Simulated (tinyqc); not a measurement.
What moves the results: model-solid line-up of a strained alloy layer on a substrate. A value that a table varies takes the place of the one given here.

All values of the alloy are linear in x but the gap, Eg(x) = (1 - x) Eg_A + x Eg_B - C x (1 - x), and the valence edge, Ev(x) = (1 - x) Ev_A + x Ev_B + fv C x (1 - x); Ec = Ev + Eg. Ev is the top of the unstrained valence band on a scale common to all materials. In the layer only the Gamma valley of the conduction band is followed, also where an X or L valley would lie lower.

Coherent growth on a (001) face: e_par = (a_s - a)/a, e_perp = -2 (C12/C11) e_par; exx = eyy = e_par, ezz = e_perp, no shear.

Strained edges: Ec + ac tr(e); the valence edges are Ev plus the levels of the 6 x 6 matrix of X, Y, Z times spin with -Dso/3 + l exx + m (eyy + ezz) on the diagonal (cyclic), n exy off it, l = av + 2 b, m = av - b, n = sqrt(3) d. Spin-orbit term (Dso/3) L.sigma on X, Y, Z with (L_k)_ij = -i epsilon_kij: <X+|H|Y+> = -i Dso/3, <X+|H|Z-> = Dso/3, <Y+|H|Z-> = -i Dso/3, <Z+|H|X-> = -Dso/3, <Z+|H|Y-> = i Dso/3, <X-|H|Y-> = i Dso/3, and their conjugates; + and - are the spin along z.

dEc = Ec(substrate) - Ec(layer), dEv = Ev(layer) - Ev(substrate); positive values confine the carrier in the layer. Type I: both of one sign; type II: opposite signs; type III: the gaps do not overlap.

Coherent growth: e_par = (a_s - a)/a. (001): e_perp = -2 (C12/C11) e_par; exx = eyy = e_par, ezz = e_perp, no shear. (111): e_perp = -(2 C11 + 4 C12 - 4 C44)/(C11 + 2 C12 + 4 C44) e_par; exx = eyy = ezz = (2 e_par + e_perp)/3 and exy = eyz = ezx = (e_perp - e_par)/3. (110): e_perp = -(C11 + 3 C12 - 2 C44)/(C11 + C12 + 2 C44) e_par; exx = eyy = (e_par + e_perp)/2, ezz = e_par, exy = (e_perp - e_par)/2, eyz = ezx = 0.

Inputs chosen for the exercise (A near GaP, B near InP, substrate near Ge; the results hold for these values, not for the real material):
- a = (5.453, 5.867) angstrom (lattice constant of A, B)
- Eg = (2.877, 1.442) eV (gap at Gamma to the s-like level of A, B)
- Dso = (0.079, 0.108) eV (spin-orbit splitting of A, B)
- Ev = (-1.29, -0.93) eV (top of the unstrained valence band of A, B)
- ac = (-8.11, -5.99) eV (conduction deformation potential of A, B)
- av = (1.7, 0.6) eV (valence hydrostatic potential of A, B)
- b = (-1.6, -2) eV (tetragonal shear potential of A, B)
- d = (-4.66, -5.03) eV (trigonal shear potential of A, B)
- C11 = (142, 99.9) GPa (of A, B)
- C12 = (61.4, 56.3) GPa (of A, B)
- C44 = (70.6, 45.5) GPa (of A, B)
- C = 0.777 eV (bowing of the gap)
- fv = 0.2 (share of the bowing taken by the valence edge)
- a_s = 5.663 angstrom (substrate)
- Eg_s = 0.734 eV (lowest gap of the substrate)
- Ev_s = -0.35 eV (substrate valence edge)
- face = 001 (growth face)
- x = 0.92 (fraction of B)

## Composition against offsets

Each composition is strained to the same substrate.

Results:
```
x     e_par (%)  relaxed gap (eV)  strained gap (eV)  valence splitting (meV)  dEc (eV)  dEv (eV)  type
0.11       2.99             2.643              2.165                      256    -0.761    -0.670     I
0.23       2.07             2.409              2.093                      179    -0.674    -0.685     I
0.34       1.24             2.215              2.036                      106    -0.601    -0.701     I
0.46       0.35             2.024              1.979                       27    -0.528    -0.717     I
0.58      -0.53             1.855              1.878                       30    -0.465    -0.680     I
0.70      -1.39             1.709              1.758                       51    -0.409    -0.615     I
0.81      -2.17             1.595              1.656                       58    -0.366    -0.555     I
0.93      -3.00             1.492              1.551                       63    -0.328    -0.489     I
```

How do the results move?

The alloy matches the substrate at x = 0.507, where the top valence edge changes its character and the splitting passes through zero. The strained gap runs from 2.165 to 1.551 eV, against 2.643 to 1.492 eV for the relaxed alloy: strain takes back part of the change that the composition makes. Strains above 2 % can be kept only in layers of a few nanometres. The line-up is type I throughout, with the layer as the barrier. Where the alloy is indirect its X or L edge, left out, lies lower and sets the real gap and dEc.

## The same layer on three faces

Composition and substrate are kept.

Results:
```
face   e_perp (%)  tr(e) (%)  shift of Ec (meV)  shift of Ev (meV)  valence splitting (meV)  gap (eV)
(001)       3.217     -2.641              162.7              102.8                     63.0    1.5595
(111)       1.752     -4.106              252.9              106.9                     63.9    1.6456
(110)       2.049     -3.809              234.6              120.8                     93.2    1.6134
```

What does this show, and why?

The layer yields most along the normal on (001) and least on (111), so the volume change, and with it the shift of Ec, is largest on (111). The valence splitting, set by b on (001), by d on (111) and by both on (110), is largest on (110). The gaps span 86 meV, from (001) to (111).

## What each parameter does

Strained gap, valence splitting and offsets. Each row changes one parameter from the base and keeps the others.

Results:
```
case                     gap (eV)  splitting (meV)  dEc (eV)  dEv (eV)
base                       1.5595             63.0   -0.3309   -0.4946
x = 0.9                    1.5765             62.3   -0.3368   -0.5056
a_s = 5.683 angstrom       1.5525             62.0   -0.3119   -0.5066
C = 0.877 eV               1.5522             63.0   -0.3251   -0.4931
fv = 0.4                   1.5595             63.0   -0.3424   -0.4831
Ev_s = -0.3 eV             1.5595             63.0   -0.2809   -0.5446
av = (1.955, 0.69) eV      1.5622             63.0   -0.3309   -0.4973
d = (-5.359, -5.784) eV    1.5595             63.0   -0.3309   -0.4946
Dso = (0.091, 0.124) eV    1.5595             71.1   -0.3309   -0.4946
```

What does this show?

The largest shifts from the base row, up to three for each result and ties (the steps differ in size, so this ranks the rows, not the parameters). gap (eV): x +0.0169, C -0.0074, a_s -0.0070; unchanged at the printed digits by fv, Ev_s, d and Dso. splitting (meV): Dso +8.0, a_s -1.0, x -0.7; unchanged at the printed digits by C, fv, Ev_s, av and d. dEc (eV): Ev_s +0.0500, a_s +0.0190, fv -0.0114; unchanged at the printed digits by av, d and Dso. dEv (eV): Ev_s -0.0500, a_s -0.0120, fv +0.0114; unchanged at the printed digits by d and Dso.

Computed by tinyqc, a small Python program: `OMP_NUM_THREADS=1 python tinyqc.py 1050069 1050070 out.jsonl` (the numbers bound the seed that draws the inputs); one thread of a shared host (Intel(R) Xeon(R) Processor @ 2.30GHz), about 0.01 s for the whole set of steps.
